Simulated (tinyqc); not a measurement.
Resistive crossbar, vector-matrix product with wire resistance: two steps of the calculation.

2 rows and 2 columns. Cell (i, j) joins row node wij to column node bij. Each row is driven at its left end through one wire segment rw; neighbouring nodes along a row or a column are joined by rw; each column ends below the last row in one more rw and a virtual ground, where its current is read. Ideal output: I_j = sum_i V_i G_ij.

Values chosen for this exercise:
```
symbol         value  unit                                     meaning
rw               200   ohm  wire resistance between neighbouring cells
V       [0.23, 0.35]     V                  input voltages of the rows
```

Question 1. Node voltages and column currents. Solve A x = b; I_j = b2j/rw.

A (uS):

|  | w11 | w12 | w21 | w22 | b11 | b12 | b21 | b22 |
|---|---|---|---|---|---|---|---|---|
| w11 | 10430 | -5000 | 0 | 0 | -430 | 0 | 0 | 0 |
| w12 | -5000 | 5027 | 0 | 0 | 0 | -27 | 0 | 0 |
| w21 | 0 | 0 | 10290 | -5000 | 0 | 0 | -290 | 0 |
| w22 | 0 | 0 | -5000 | 5063 | 0 | 0 | 0 | -63 |
| b11 | -430 | 0 | 0 | 0 | 5430 | 0 | -5000 | 0 |
| b12 | 0 | -27 | 0 | 0 | 0 | 5027 | 0 | -5000 |
| b21 | 0 | 0 | -290 | 0 | -5000 | 0 | 10290 | 0 |
| b22 | 0 | 0 | 0 | -63 | 0 | -5000 | 0 | 10063.000 |

b (uA): w11 1150, w12 0, w21 1750, w22 0, b11 0, b12 0, b21 0, b22 0

Wanted: row nodes; column nodes; column currents.

Answer 1.

row nodes (mV): w11 214.41, w12 213.29, w21 328.74, w22 324.72
column nodes (mV): b11 46.167, b12 6.2626, b21 31.698, b22 5.1446
column currents (uA): column 1 158.49, column 2 25.723

Question 2. Error against the ideal product. Ideal I_j = sum_i V_i G_ij; error = I/ideal - 1.

cell conductances G (uS):

|  | column 1 | column 2 |
|---|---|---|
| row 1 | 430 | 27 |
| row 2 | 290 | 63 |

column currents (uA): column 1 158.48930, column 2 25.722999

Wanted: ideal currents; error.

Answer 2.

ideal currents (uA): column 1 200.40, column 2 28.260
error (%): column 1 -20.91, column 2 -8.977

The largest error is in column 1. All currents fall short, since the wires take part of the voltage.

Numbers from tinyqc (`OMP_NUM_THREADS=1 python tinyqc.py 2880071 2880072 out.jsonl`; about 0.01 s on one thread of a shared Intel Xeon 2.30GHz).
